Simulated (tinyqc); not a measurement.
Capture against depth of the level: configuration-coordinate model of carrier capture at a defect.

Two parabolas of equal curvature k in one coordinate Q: with the carrier free at the band edge, U_f = k Q^2/2; with the carrier trapped, U_t = k (Q - dQ)^2/2 - ET. ER = k dQ^2/2, Huang-Rhys factor S = ER/hw, hw = 0.0646541 sqrt(k/M) eV for k in eV/angstrom^2 and M in u. The curves cross at a height Eb = (ER - ET)^2/(4 ER) above the free minimum.

Multiphonon factor for giving p = ET/hw phonons to the lattice: W = exp(-S (2 nb + 1)) ((nb + 1)/nb)^(p/2) I_p(x), nb = 1/(exp(hw/kT) - 1), x = 2 S sqrt(nb (nb + 1)), I_p the modified Bessel function. Classical limit: W = hw exp(-Eb/kT)/sqrt(4 pi ER kT). At T = 0: exp(-S) S^p/Gamma(p + 1).

Constants: kB = 8.617333262e-05 eV/K.

Inputs chosen for the exercise (out of a larger set: of the size met at a DX centre in AlGaAs; not measured data):
- ER = 0.71 eV (relaxation energy)
- hw = 0.011 eV (phonon energy of the mode)
- T = 400 K (temperature)

ET is varied at fixed ER, hw and T, as by moving the band edge with alloying or pressure.

Against ET:
```
ET/ER  ET (eV)  Eb (eV)  log10 W  log10 W, classical
0.10     0.071   0.1438   -3.508              -3.514
0.25     0.177   0.0998   -2.955              -2.961
0.50     0.355   0.0444   -2.259              -2.262
0.75     0.532   0.0111   -1.842              -1.842
1.00     0.710   0.0000   -1.704              -1.703
1.25     0.887   0.0111   -1.844              -1.842
1.50     1.065   0.0444   -2.259              -2.262
2.00     1.420   0.1775   -3.907              -3.939
3.00     2.130   0.7100  -10.386             -10.648
```

Capture is fastest at ET/ER = 1 among these rows, where the barrier vanishes or nearly so. The classical form is symmetric about ET = ER; the quantum one gives -2.26 at 0.5 and -2.26 at 1.5, against -2.26 for both. At ET = 3 ER it lies 0.3 decades above the classical value: deep levels capture by emitting many phonons, and the rate falls with depth by 9.1 decades per eV between the last two rows. Rows deeper than the gap of the host are formal.

tinyqc: `OMP_NUM_THREADS=1 python tinyqc.py 1452442 1452443 out.jsonl`; about 0.01 s, one thread, shared Intel(R) Xeon(R) Processor @ 2.30GHz.
